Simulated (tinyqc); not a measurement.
# Input admittance of a MOSFET at zero drain bias: distributed channel and distributed gate: input impedance against frequency

Source and drain grounded, strong inversion, w = 2 pi f, Cox = eps0 eox/tox. The channel is an RC line of resistance 1/(mu Cox Vo) per square fed from both ends, so one finger has the intrinsic admittance y = i w Cox L tanh(g)/g per width, g = (1/2) sqrt(i w tau), tau = L^2/(mu Vo). The vertical resistance rv/L is in series with y, the overlaps 2 i w Cov in parallel: y_t = 1/(1/y + rv/L) + 2 i w Cov. The gate strip is a line of Rsh/L per length loaded by y_t, so a finger has Y = y_t Wf tanh(k)/k, k = (Wf/sd) sqrt(y_t Rsh/L); the device has Nf Y.

Low-frequency limits, with c = Cox L and ct = c + 2 Cov: R_strip = Rsh Wf/(3 sd^2 L Nf), R_ch = (c/ct)^2 L/(12 mu Cox Vo Wf Nf), R_vert = (c/ct)^2 rv/(L Wf Nf), C = ct Wf Nf. Z = 1/(Nf Y) = R + 1/(i w C), Q = |Im Z|/R, far-point signal |1/cosh k|.

Values chosen for this exercise; values of the order met in silicon radio-frequency transistors:

| symbol | value | unit | meaning |
|---|---|---|---|
| eox | 3.9 |  | relative permittivity of the gate insulator (close to silicon dioxide) |
| tox | 4.9 | nm | insulator thickness |
| L | 0.25 | um | channel length |
| Wf | 11 | um | finger width |
| Nf | 16 |  | number of fingers |
| mu | 390 | cm^2/(V s) | channel mobility |
| Vo | 0.33 | V | gate overdrive |
| Rsh | 5.4 | ohm/square | sheet resistance of the gate |
| rv | 1.4 | ohm um^2 | vertical resistivity of the gate stack |
| sd | 2 |  | number of ends at which a finger is contacted |
| Cov | 0.16 | fF/um | overlap and fringe capacitance on each side |

Constants: eps0 = 8.8541878128e-14 F/cm where lengths are in cm. Results are converted to the units shown.

The same in every row: low-frequency R (ohm) = 2.1950.

Input impedance against frequency:

| f (GHz) | w tau | \|k\| | R (ohm) | C (fF) | Q | signal at the far point |
|---|---|---|---|---|---|---|
| 0.7 | 0.021359 | 0.077348 | 2.1950 | 366.40 | 282.70 | 0.99999 |
| 1 | 0.030513 | 0.092448 | 2.1950 | 366.40 | 197.89 | 0.99998 |
| 3 | 0.091538 | 0.16012 | 2.1950 | 366.39 | 65.967 | 0.99986 |
| 7 | 0.21359 | 0.24457 | 2.1949 | 366.33 | 28.277 | 0.99924 |
| 10 | 0.30513 | 0.29228 | 2.1947 | 366.27 | 19.799 | 0.99845 |
| 30 | 0.91538 | 0.50536 | 2.1923 | 365.22 | 6.6258 | 0.98640 |
| 70 | 2.1359 | 0.76539 | 2.1810 | 360.21 | 2.8942 | 0.93345 |
| 100 | 3.0513 | 0.90536 | 2.1676 | 354.28 | 2.0725 | 0.87952 |
| 300 | 9.1538 | 1.3972 | 2.0364 | 294.58 | 0.88438 | 0.59545 |

R falls from 2.20 to 2.04 ohm and C falls from 366 to 295 fF. Q goes as f^(-1.00) between the first two rows and f^(-0.78) between the last two, where w tau = 9.15 and |k| = 1.40. The low-frequency limits hold both R and C within 5 % up to f = 100 GHz among the rows.

tinyqc, about 0.01 s, one thread, Intel Xeon 2.30GHz (shared host): `OMP_NUM_THREADS=1 python tinyqc.py 2262102 2262103 out.jsonl`
